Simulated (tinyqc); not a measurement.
Inside a calculation. Method: plane-wave Kohn-Sham cycle with exchange-only LDA in a layered model solid. One step of it, computed by the program tinyqc.

Problem. Iteration 2: Hamiltonian at one k. H(m,m') = (k + G_m)^2/2 delta + V(G_m - G_m'), with V(-G) = V(G).

A solid whose potential varies along x alone (atomic units):

| parameter | value |
|---|---|
| period a | 13.000000 |
| cross-section of the cell | 18.000000 |
| electrons per cell | 2 |
| grid points | 16 |
| plane waves -n..n, n | 2 |
| k points | 3 |
| V1 in V1 cos(2 pi x/a) | -0.690000 |

V(G_m), m = 0, 1, 2, ... (hartree): -0.200948  -0.312200  0.002436  -0.000103  -0.000019

k = 0.000000 2 pi / a

Give: H.

Solution.

H (hartree), lower triangle:
```
         -2       -1       +0       +1      +2
-2   0.2663
-1  -0.3122  -0.0841
+0   0.0024  -0.3122  -0.2009
+1  -0.0001   0.0024  -0.3122  -0.0841
+2   0.0000  -0.0001   0.0024  -0.3122  0.2663
```
